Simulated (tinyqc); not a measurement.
## Doping and flat-band voltage from the body effect

Problem. VT = Vfb + 2 phiF + gamma sqrt(2 phiF + Vsb), phiF = Vt ln(Na/ni), gamma = sqrt(2 q eps0 eps_r Na)/Cox, Cox = eps0 eox/tox. Find Na, gamma and Vfb from two thresholds.

Inputs (values chosen for the exercise); material values close to those of silicon:
- T = 300 K (temperature)
- eps_r = 11.7 (relative permittivity of the semiconductor)
- eox = 4.06 (relative permittivity of the gate insulator)
- tox = 7 nm (insulator thickness)

Constants: q = 1.602176634e-19 C, kB = 1.380649e-23 J/K, Vt = kB T/q, eps0 = 8.8541878128e-14 F/cm where lengths are in cm. Results are converted to the units shown.

VT at Vsb = 0 and 1.9 V (V): 1.2503029  1.9106102
ni = 7.2609680e9 cm^-3

Answer. The difference of the thresholds, gamma [sqrt(2 phiF + Vsb) - sqrt(2 phiF)], holds no Vfb and rises with Na, so it has one root; Vfb then follows from the first threshold.

Na = 6.800e17 cm^-3
gamma = 0.9252 V^0.5
Vfb = -0.6000 V

Program tinyqc, `OMP_NUM_THREADS=1 python tinyqc.py 2360128 2360129 out.jsonl`; Intel Xeon 2.30GHz, shared host, one thread, about 0.07 s.
